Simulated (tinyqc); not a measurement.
Vibrations of a mass or spring defect in a linear chain: one step, computed by the program tinyqc. Command: `OMP_NUM_THREADS=1 python tinyqc.py 3026370 3026371 out.jsonl localmode walk`. One thread of a shared host (Intel(R) Xeon(R) Processor @ 2.30GHz), about 0.01 s of CPU time with the checks.

A ring of N atoms with nearest-neighbour springs k and motion along the chain. Atom 1 is the defect, of mass M', and its two springs are k'. All other atoms have the mass M.

Task: Band edges of the host. Host band: lambda from 0 to 4k/M. nu = 15.6333042 THz x sqrt(lambda), lambda in eV/(angstrom^2 u).

Inputs (values chosen for the exercise, for a model chain): spring constant k = 6.36 eV/angstrom^2; host mass M = 89.8 u.

Host: monatomic.

Constants: nu for 1 eV/(angstrom^2 u) = 15.6333042 THz.

Give: band edges.

Result:

band edges (THz): 0.000  8.321
